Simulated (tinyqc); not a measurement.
A ladder of methods, and size consistency: correlation methods against full CI in the sto-3g basis, for BeH2, spin multiplicity 1. Computed by the program tinyqc with PySCF. All electrons correlated; +Q is the Davidson correction (1 - c0^2) E_corr. The last columns treat two copies 100 angstrom apart as one system. FCI is the lowest singlet.

Geometry (angstrom):
```
atom       x        y       z
Be    0.0000   0.0000  0.0000
H     0.0000   1.3540  0.0000
H     0.0000  -1.3070  0.0000
```

RHF energy of one = -15.559657 hartree

Correlation energies (hartree):
```
method   E_corr of one  share of FCI (%)  E_corr of two at 100 angstrom  two minus twice one (mhartree)
MP2          -0.023277           66.3785                      -0.046553                          0.0000
CISD         -0.034304           97.8266                      -0.066919                          1.6901
CISD+Q       -0.035195          100.3654                      -0.070130                          0.2597
CCSD         -0.034669           98.8667                      -0.069338                       -1.84e-04
CCSD(T)      -0.034881           99.4703                      -0.069762                       -1.87e-04
FCI          -0.035066          100.0000                              -                               -
```

What does the comparison show, and why?

MP2 recovers 66 %, CISD 97.8 % and CCSD 98.9 % of the FCI value (c0^2 = 0.974 in CISD). MP2 and coupled cluster are size consistent, so their last column vanishes; CISD loses 1.69 mhartree, since a double excitation on each copy is a quadruple of the pair, and the Davidson correction leaves +0.26.
